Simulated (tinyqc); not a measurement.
Worked calculation: tight binding, honeycomb lattice. Computed by tinyqc, a small Python program that keeps every step. Settings: t1 = 2.5, t2 = 0, phi = 1.57, delta = 0, points = 6. Command: `OMP_NUM_THREADS=1 python tinyqc.py 28661 28662 out.jsonl` (the two numbers bound the seeds that draw the settings). One thread of a shared host (Intel(R) Xeon(R) Processor @ 2.60GHz), about 0.01 s of CPU time with the checks.

## Bloch Hamiltonian at k

Parameters chosen for this model:
```
parameter,value,unit
t1,2.500000,"eV, nearest"
t2,0,"eV, second neighbours"
phi,1.570000,"rad, phase of t2 (Haldane)"
delta,0,"eV, +/- on A and B"
```

k point k (fractions of the reciprocal vectors): -0.280000  -0.290000

H_AB = -t1 (1 + exp(-i k.a1) + exp(-i k.a2)); H_AA = delta - 2 t2 sum cos(k.b + phi), H_BB = -delta - 2 t2 sum cos(k.b - phi), b = a1, a2 - a1, -a2.

H(k) at k (eV):
```
,A,B
A,0.000000,-1.409822-4.877176i
B,-1.409822+4.877176i,0.000000
```

## Levels at k

Diagonalise the Hermitian matrix.

eigenvalues (eV): -5.076854  5.076854

weights |c|^2 of the basis functions:
```
,band 1,band 2
A,0.500000,0.500000
B,0.500000,0.500000
```

## Bloch Hamiltonian at K

k point K (fractions of the reciprocal vectors): 0.333333  0.666667

As before.

H(k) at K (eV):
```
,A,B
A,0.000000,0.000000
B,0.000000,0.000000
```

## Levels at K

As before.

eigenvalues (eV): 0.000000  0.000000

## Bands along a path

The same steps at evenly spaced points between the labelled ones.

Bands along the path (eV):
```
k,band 1,band 2
G,-7.500000,7.500000
G-K 0.33,-6.330222,6.330222
G-K 0.67,-3.368241,3.368241
K,0,0
K-M 0.33,-1.330222,1.330222
K-M 0.67,-2.198463,2.198463
M,-2.500000,2.500000
M-K' 0.33,-2.198463,2.198463
M-K' 0.67,-1.330222,1.330222
K',0,0
```

With 1 band(s) filled, the highest filled level on these points lies at K and the lowest empty one at K: the bands touch or overlap, so there is no gap.
